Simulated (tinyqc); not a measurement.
Inside a calculation. Method: FCI on RHF in the 3-21g basis, for H2, spin multiplicity 1. Computed by tinyqc, a small Python program that keeps every step (integrals from PySCF). Settings: charge = 0, multiplicity = 1, basis = 3-21g, method = RHF, energy threshold = 1e-10, iteration cap = 79, orthogonalisation = canonical, start = core, DIIS depth = 6, ci = FCI. Command: `OMP_NUM_THREADS=1 python tinyqc.py 23951 23952 out.jsonl` (the two numbers bound the seeds that draw the settings). One thread of a shared host (Intel(R) Xeon(R) Processor @ 2.60GHz), about 0.06 s of CPU time with the checks. The early iterations of the SCF are left out here.

## One-electron integrals

Geometry (angstrom):
```
atom        x        y        z
H     0.00000  0.00000  0.00000
H     0.00000  0.00000  0.71100
```

Basis 3-21g: exponents (1/bohr^2) and contraction coefficients of normalised primitives:
```
element  l (shell)  exponent  coefficient
H            s (1)   5.44718      0.15628
H            s (1)   0.82455      0.90469
H            s (2)   0.18319      1.00000
```

Overlap, kinetic and nuclear-attraction integrals over the contracted functions; the nuclear repulsion is the sum of Za Zb / Rab.

nuclear repulsion = 0.7442717 hartree

overlap S, order 1H 1s, 1H 2s, 2H 1s, 2H 2s:
```
[[1.00000, 0.64590, 0.43215, 0.49156],
 [0.64590, 1.00000, 0.49156, 0.84759],
 [0.43215, 0.49156, 1.00000, 0.64590],
 [0.49156, 0.84759, 0.64590, 1.00000]]
```

kinetic energy T (hartree), order 1H 1s, 1H 2s, 2H 1s, 2H 2s:
```
[[1.54940, 0.29315, 0.25177, 0.18236],
 [0.29315, 0.27479, 0.18236, 0.20723],
 [0.25177, 0.18236, 1.54940, 0.29315],
 [0.18236, 0.20723, 0.29315, 0.27479]]
```

nuclear attraction V (hartree), order 1H 1s, 1H 2s, 2H 1s, 2H 2s:
```
[[-2.45624, -1.23763, -1.05196, -0.97655],
 [-1.23763, -1.24114, -0.97655, -1.09705],
 [-1.05196, -0.97655, -2.45624, -1.23763],
 [-0.97655, -1.09705, -1.23763, -1.24114]]
```

core Hamiltonian H = T + V (hartree), order 1H 1s, 1H 2s, 2H 1s, 2H 2s:
```
[[-0.90684, -0.94448, -0.80018, -0.79419],
 [-0.94448, -0.96636, -0.79419, -0.88981],
 [-0.80018, -0.79419, -0.90684, -0.94448],
 [-0.79419, -0.88981, -0.94448, -0.96636]]
```

## Two-electron integrals

Functions are numbered as in S; the eight-fold symmetry (ij|kl) = (ji|kl) = (kl|ij) leaves the list below.

Two-electron integrals (ij|kl) in chemists' order, unique and non-zero (hartree):
```
(11|11) 1.14014   (21|11) 0.61140   (21|21) 0.34515   (22|11) 0.62637
(22|21) 0.38033   (22|22) 0.48296   (31|11) 0.41392   (31|21) 0.23370
(31|22) 0.25655   (31|31) 0.19696   (32|11) 0.35576   (32|21) 0.21319
(32|22) 0.25983   (32|31) 0.18704   (32|32) 0.19934   (33|11) 0.69574
(33|21) 0.42422   (33|22) 0.52713   (33|31) 0.41392   (33|32) 0.45898
(33|33) 1.14014   (41|11) 0.45898   (41|21) 0.25992   (41|22) 0.28790
(41|31) 0.18704   (41|32) 0.17394   (41|33) 0.35576   (41|41) 0.19934
(42|11) 0.50724   (42|21) 0.30960   (42|22) 0.39834   (42|31) 0.22732
(42|32) 0.24094   (42|33) 0.50724   (42|41) 0.24094   (42|42) 0.34696
(43|11) 0.42422   (43|21) 0.25852   (43|22) 0.32612   (43|31) 0.23370
(43|32) 0.25992   (43|33) 0.61140   (43|41) 0.21319   (43|42) 0.30960
(43|43) 0.34515   (44|11) 0.52713   (44|21) 0.32612   (44|22) 0.43461
(44|31) 0.25655   (44|32) 0.28790   (44|33) 0.62637   (44|41) 0.25983
(44|42) 0.39834   (44|43) 0.38033   (44|44) 0.48296
```

## Orthogonalisation

S = U s U^T; canonical form X = U s^(-1/2), so that X^T S X = 1. Each column of U has its largest component positive (the first on a tie).

eigenvalues of S: [0.10135, 0.48360, 0.61891, 2.79614]

X, order 1H 1s, 1H 2s, 2H 1s, 2H 2s:
```
[[-0.69766, 0.78092, 0.85333, 0.27083],
 [2.10876, -0.65122, 0.28231, 0.32476],
 [0.69766, 0.78092, -0.85333, 0.27083],
 [-2.10876, -0.65122, -0.28231, 0.32476]]
```

## Iteration 9 (converged): orbitals

converged F (hartree), order 1H 1s, 1H 2s, 2H 1s, 2H 2s:
```
[[0.06789, -0.51878, -0.55090, -0.53136],
 [-0.51878, -0.35767, -0.53136, -0.40110],
 [-0.55090, -0.53136, 0.06789, -0.51878],
 [-0.53136, -0.40110, -0.51878, -0.35767]]
```

Diagonalise F' = X^T F X, C = X C', fill 1 alpha and 1 beta electrons from the bottom; D = 2 C_occ C_occ^T. Each column has its largest component positive (the first on a tie).

F' = X^T F X (hartree):
```
[[0.91458, 0.00000, -0.64475, 0.00000],
 [0.00000, 0.90350, 0.00000, -0.04559],
 [-0.64475, 0.00000, 0.92021, 0.00000],
 [0.00000, -0.04559, 0.00000, -0.60036]]
```

orbital energies (hartree): [-0.60174, 0.27264, 0.90489, 1.56215]

coefficients C, order 1H 1s, 1H 2s, 2H 1s, 2H 2s:
```
[[0.29434, 0.10768, 0.77236, -1.09695],
 [0.30490, 1.69356, -0.66075, 1.28780],
 [0.29434, -0.10768, 0.77236, 1.09695],
 [0.30490, -1.69356, -0.66075, -1.28780]]
```

D after iteration 9, order 1H 1s, 1H 2s, 2H 1s, 2H 2s:
```
[[0.17328, 0.17949, 0.17328, 0.17949],
 [0.17949, 0.18593, 0.17949, 0.18593],
 [0.17328, 0.17949, 0.17328, 0.17949],
 [0.17949, 0.18593, 0.17949, 0.18593]]
```

## Convergence

Stop when the energy changes by less than 1e-10 hartree and every element of the error matrix X^T (F D S - S D F) X is below 3e-06.

Course of the cycle:
```
iteration  E (hartree)     change  largest element of the error matrix
1           -1.0702733          -                             3.59e-01
2           -1.1213636  -5.11e-02                             5.45e-02
3           -1.1225189  -1.16e-03                             3.61e-04
4           -1.1225189  -4.21e-08                             1.48e-04
5           -1.1225189  -5.13e-09                             9.28e-05
6           -1.1225189  -1.57e-09                             6.76e-05
7           -1.1225189  -6.76e-10                             5.32e-05
8           -1.1225189  -1.09e-09                             1.18e-07
9           -1.1225189  -5.11e-15                             2.66e-10
```

PySCF RHF in the same basis = -1.1225189 hartree

Converged in 9 iterations.

## Integrals over molecular orbitals

(pq|rs) = sum C_ip C_jq C_kr C_ls (ij|kl), one index at a time.

one-electron integrals over orbitals h = C^T H C (hartree):
```
[[-1.26505, 0.00000, -0.17082, 0.00000],
 [0.00000, -0.55117, 0.00000, 0.20807],
 [-0.17082, 0.00000, -0.10816, 0.00000],
 [0.00000, 0.20807, 0.00000, 0.33871]]
```

Two-electron integrals over orbitals (pq|rs), unique and non-zero (hartree):
```
(11|11) 0.66330    (21|21) 0.08585    (22|11) 0.45483    (22|22) 0.40877
(31|11) 0.17082    (31|22) 0.05356    (31|31) 0.11633    (32|21) -0.01962
(32|32) 0.03601    (33|11) 0.56469    (33|22) 0.40717    (33|31) 0.13328
(33|33) 0.50672    (41|21) -0.07967   (41|32) -0.02360   (41|41) 0.13418
(42|11) -0.14387   (42|22) -0.05698   (42|31) -0.07640   (42|33) -0.10587
(42|42) 0.06988    (43|21) -0.08887   (43|32) -0.00388   (43|41) 0.12465
(43|43) 0.13558    (44|11) 0.67881    (44|22) 0.46695    (44|31) 0.20687
(44|33) 0.58871    (44|42) -0.17041   (44|44) 0.76059
```

## FCI: determinants and Hamiltonian

Hartree-Fock energy = -1.1225189 hartree

Slater-Condon rules over spin orbitals, with the nuclear repulsion added and E(HF) subtracted on the diagonal. Only determinants linked to the reference directly or through others are kept (one block of an abelian symmetry group), so some states are absent.

Occupation strings over the orbitals (2 doubly, a alpha, b beta, 0 empty; spin orbitals ordered 1a 1b 2a 2b ...): 2000 a0b0 b0a0 0200 0a0b 0020 0b0a 0002

H - E(HF) between determinants (hartree), order 2000, a0b0, b0a0, 0200, 0a0b, 0020, 0b0a, 0002:
```
[[0.00000, 0.00000, 0.00000, 0.08585, -0.07967, 0.11633, 0.07967, 0.13418],
 [0.00000, 1.05827, -0.11633, -0.01962, -0.08887, -0.03754, 0.02360, 0.12465],
 [0.00000, -0.11633, 1.05827, 0.01962, 0.02360, 0.03754, -0.08887, -0.12465],
 [0.08585, -0.01962, 0.01962, 1.17321, 0.15109, 0.03601, -0.15109, 0.06988],
 [-0.07967, -0.08887, 0.02360, 0.15109, 2.12127, -0.00388, -0.06988, 0.03766],
 [0.11633, -0.03754, 0.03754, 0.03601, -0.00388, 2.15719, 0.00388, 0.13558],
 [0.07967, 0.02360, -0.08887, -0.15109, -0.06988, 0.00388, 2.12127, -0.03766],
 [0.13418, 0.12465, -0.12465, 0.06988, 0.03766, 0.13558, -0.03766, 3.30479]]
```

## FCI: roots

Diagonalise (each vector has its largest component positive (the first on a tie)); all determinants have Ms = 0, so triplets appear too. The lowest singlet root is the correlation energy.

lowest roots of this matrix, relative to E(HF) (hartree): [-0.02428, 0.93812, 1.12986, 1.14896, 2.05522, 2.15265, 2.24907, 3.34467]

lowest vectors, order 2000, a0b0, b0a0, 0200, 0a0b, 0020, 0b0a, 0002:
```
[[0.99325, 0.00000, 0.06304, -0.05782],
 [0.00504, 0.70589, 0.39646, 0.57526],
 [-0.00504, 0.70589, -0.39646, -0.57526],
 [-0.07793, 0.00000, 0.81689, -0.53653],
 [0.04184, 0.04139, -0.06694, 0.13773],
 [-0.04901, 0.00000, 0.00239, 0.07716],
 [-0.04184, 0.04139, 0.06694, -0.13773],
 [-0.03772, 0.00000, -0.07341, -0.05520]]
```

<S^2> of these roots: [0.00000, 2.00000, 0.00000, 0.00000, 2.00000, 0.00000, 0.00000, 0.00000]

weight of the ground state by excitation level 0, 1, 2, ...: [0.98655, 0.00005, 0.01340]
